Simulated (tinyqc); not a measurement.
# Ferroelectric switching, Landau-Khalatnikov equation, step by step

Numbers from tinyqc (`OMP_NUM_THREADS=1 python tinyqc.py 2860110 2860111 out.jsonl`; about 0.1 s on one thread of a shared Intel Xeon 2.30GHz). Printed values are rounded.

One domain: rho dP/dt = E - (2 al P + 4 be P^3), with al = -3 sqrt(3) Ec/(4 Pr), be = 3 sqrt(3) Ec/(8 Pr^3), so that the static loop has remanence Pr and coercive field Ec. With P in uC/cm^2, E in kV/cm, rho in ohm m and t in ns, dP/dt = [E - 2 al P - 4 be P^3]/(100 rho).

Values chosen for this exercise; remanent polarisation and coercive field close to those of strontium bismuth tantalate films:

| symbol | value | unit | meaning |
|---|---|---|---|
| Pr | 10 | uC/cm^2 | remanent polarisation |
| Ec | 42 | kV/cm | static coercive field |
| rho | 7.8 | ohm m | viscosity of the polarisation |
| Em | 120 | kV/cm | field amplitude |
| dt | 13 | ns | time step |

## Landau coefficients and time scales

al = -3 sqrt(3) Ec/(4 Pr), be = 3 sqrt(3) Ec/(8 Pr^3). Relaxation time at remanence tau = 100 rho/(-4 al); final state: the largest root Pf of 2 al P + 4 be P^3 = Em; relaxation time there 100 rho/(2 al + 12 be Pf^2).

al = -5.45596 kV cm/uC
be = 0.0272798 kV cm^5/uC^3
tau = 35.7407 ns
Pf = 13.4761 uC/cm^2
relaxation time at Pf = 16.0699 ns

## Step 1: one time step

P at t = 0 = -10 uC/cm^2

The constant field E = Em acts from t = 0. Explicit Euler: P(new) = P + dt dP/dt(P).

dP/dt = 0.153846 uC/(cm^2 ns)
P after step 1 = -8 uC/cm^2

## Step 2: one time step

As before.

dP/dt = 0.113556 uC/(cm^2 ns)
P after step 2 = -6.52377 uC/cm^2

## Step 3: one time step

As before.

dP/dt = 0.101423 uC/(cm^2 ns)
P after step 3 = -5.20527 uC/cm^2

## Course of the switching

P starts at -Pr. The reference is a fourth-order Runge-Kutta run with 40 substeps a step; the run counts as sound if it ends within 1 % of Pf.

Course of the iteration:

| step | t (ns) | P (uC/cm^2) | reference (uC/cm^2) |
|---|---|---|---|
| 1 | 13 | -8 | -8.27290 |
| 2 | 26 | -6.52377 | -6.85651 |
| 3 | 39 | -5.20527 | -5.54587 |
| 4 | 52 | -3.89544 | -4.21852 |
| 5 | 65 | -2.49638 | -2.77496 |
| 6 | 78 | -0.922089 | -1.11654 |
| 7 | 91 | 0.911641 | 0.854509 |
| 8 | 104 | 3.07606 | 3.19791 |
| 9 | 117 | 5.58255 | 5.83639 |
| 10 | 130 | 8.28142 | 8.44825 |
| 11 | 143 | 10.7546 | 10.5756 |
| 12 | 156 | 12.4483 | 11.9774 |
| 13 | 169 | 13.2040 | 12.7558 |
| 14 | 182 | 13.4187 | 13.1434 |
| 15 | 195 | 13.4649 | 13.3254 |
| 16 | 208 | 13.4739 | 13.4085 |
| 17 | 221 | 13.4757 | 13.4459 |
| 18 | 234 | 13.4760 | 13.4626 |
| 19 | 247 | 13.4761 | 13.4701 |
| 20 | 260 | 13.4761 | 13.4734 |
| 21 | 273 | 13.4761 | 13.4749 |
| 22 | 286 | 13.4761 | 13.4756 |
| 23 | 299 | 13.4761 | 13.4759 |
| 24 | 312 | 13.4761 | 13.4760 |

P first turns positive at t = 91 ns among the steps, the reference at 91 ns (exactly 85.7 ns); the last value is within 0.01 % of Pf. The largest gap to the reference is 0.47 uC/cm^2.
